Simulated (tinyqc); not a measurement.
Lateral field, substrate current, probability of reaching the oxide barrier and hot-carrier lifetime of a silicon transistor (pseudo-two-dimensional and lucky-electron models): one step, computed by the program tinyqc. Command: `OMP_NUM_THREADS=1 python tinyqc.py 3028466 3028467 out.jsonl hotcar walk`. One thread of a shared host (Intel(R) Xeon(R) Processor @ 2.30GHz), about 0.01 s of CPU time with the checks.

Local-field models: a lucky carrier gains its energy at the peak field over a path free of collisions. Voltages are magnitudes.

Question. Hot-carrier currents and lifetime. C_ox = 3.9 eps_0/t; F_sat = 2 v_s/mu; V_Dsat = V_ov F_sat L/(V_ov + F_sat L), V_ov = V_G - V_T; I_D/W = C_ox v_s (V_ov - V_Dsat). Scale length l = 0.22 t^(1/3) x_j^(1/2) (all in cm); F_m = sqrt(((V_D - V_Dsat)/l_e)^2 + F_sat^2), with l_e = l; length of the velocity-saturated region l_e ln((V_D - V_Dsat)/(l_e F_sat) + F_m/F_sat). Substrate current I_sub/I_D = (A_i/B_i)(V_D - V_Dsat) exp(-B_i/F_m); probability of reaching the oxide barrier exp(-phi_b/(e lambda F_m)); lifetime tau = (H/(I_D/W)) exp(phi_it/(e lambda F_m)).

Inputs (values chosen for the exercise, modelled on a silicon n-channel): channel length L = 940 nm; oxide thickness t = 26 nm; junction depth x_j = 280 nm; mobility mu = 350 cm^2/(V s); saturation velocity v_s = 0.79 1e7 cm/s; threshold voltage V_T = 0.44 V; gate voltage V_G = 4.5 V; drain voltage V_D = 7.2 V; ionisation prefactor A_i = 1.9e+06 1/cm; ionisation field B_i = 1.74 MV/cm; hot-carrier mean free path lambda = 7.6 nm; oxide barrier phi_b = 3.1 eV; interface-trap threshold phi_it = 3.7 eV; lifetime constant H = 4 s microampere/micrometre.

Drain: abrupt.

Constants: eps_0 = 8.8541878128e-12 F/m.

Give: I_sub/I_D; substrate current I_sub/W; probability of reaching phi_b; lifetime tau; exponent m = phi_it/(e lambda B_i).

Answer.

I_sub/I_D = 0.02575

substrate current I_sub/W = 5.364 microampere/micrometre

probability of reaching phi_b = 3.321e-06

lifetime tau = 66448 s

exponent m = phi_it/(e lambda B_i) = 2.798

Since both exponentials depend on 1/F_m, tau I_D scales about as (I_sub/I_D)^(-m) with m = 2.80, which lets I_sub serve as the monitor. The lifetime is 2.11e-4 times ten years (3.156e8 s).
